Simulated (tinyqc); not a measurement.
# From relaxation time tau back to hold temperature T

Model: thermal stress and diffusional relaxation in a metal film: Coble and Nabarro-Herring creep, cooling and holds. Computed by tinyqc, a small Python program. Command: `OMP_NUM_THREADS=1 python tinyqc.py 3013830 3013831 out.jsonl creep inv`. One thread of a shared host (Intel(R) Xeon(R) Processor @ 2.30GHz), about 0.02 s of CPU time with the checks.

A thin film on a rigid substrate is stress-free at T0. Tension is positive and the film creeps linearly: d sigma/dt = -M (mismatch) dT/dt - sigma/tau.

Inputs (values chosen for the exercise, modelled on aluminium films on silicon):

| quantity | value | unit |
|---|---|---|
| biaxial modulus M | 108 | GPa |
| expansion mismatch | 20.5 | 1e-6/K |
| atomic volume Omega | 16.6 | angstrom^3 |
| lattice prefactor D0 | 0.0002 | m^2/s |
| lattice energy E | 1.49 | eV |
| boundary prefactor (delta D_b)0 | 3.9e-14 | m^3/s |
| boundary energy E_b | 0.873 | eV |
| grain size d | 1 | um |
| stress-free temperature T0 | 400 | C |
| hold time t | 0.087 | h |
| yield stress | 400 | MPa |

Constants: k_B = 1.380649e-23 J/K; k_B = 8.617333262e-05 eV/K.

Method:
- Thermoelastic slope = M x mismatch; sigma_0 = slope x (T0 - T).
- Creep rate per stress: Nabarro-Herring 14 D Omega/(k_B T d^2), Coble (14 pi) delta D_b Omega/(k_B T d^3), with D = D0 exp(-E/(k_B T)), delta D_b = (delta D_b)0 exp(-E_b/(k_B T)); 1/tau = M x (sum of both)/2 (biaxial strain rate is half the uniaxial one).
- Temperatures in kelvin are T(C) + 273.15.
- sigma(t) = sigma_0 exp(-t/tau), relaxed part sigma_0 - sigma(t); the grain size where both mechanisms are equal is pi delta D_b/D.

Problem. A run gave the result below. Find the hold temperature T, known to lie between 120 and 190 C.

relaxation time tau = 0.01749667 h

Solution.

Each step takes the trial c = (a f_b - b f_a)/(f_b - f_a), f being the result less the target and a, b, c the logarithms of the listed values; c replaces end b, the old b replaces a if the sign of f changed, and otherwise f_a is halved.

Scan of the range:

| hold temperature T (C) | relaxation time tau (h) |
|---|---|
| 120 | 0.152211 |
| 130 | 0.082369 |
| 140 | 0.045946 |
| 151 | 0.024973 |
| 163 | 0.013310 |
| 176 | 0.006997 |
| 190 | 0.003648 |

False position (Illinois rule, in the logarithm of the input) inside the bracket:

| step | end a | end b | trial | relaxation time tau (h) |
|---|---|---|---|---|
| 1 | 151.000 | 163.000 | 158.586 | 0.0167066 |
| 2 | 151.000 | 158.586 | 157.236 | 0.0179270 |
| 3 | 158.586 | 157.236 | 157.710 | 0.0174871 |
| 4 | 157.236 | 157.710 | 157.700 | 0.0174966 |
| 5 | 157.236 | 157.700 | 157.700 | 0.0174968 |
| 6 | 157.700 | 157.700 | 157.700 | 0.0174967 |

Relaxation time tau falls at every point of a 13-point scan of the range (every second point is shown), so one value fits; it is bracketed by 151 and 163. Answer: hold temperature T = 157.7 C.

Caution: the elastic stress exceeds the yield stress, so dislocation glide would cap it first.
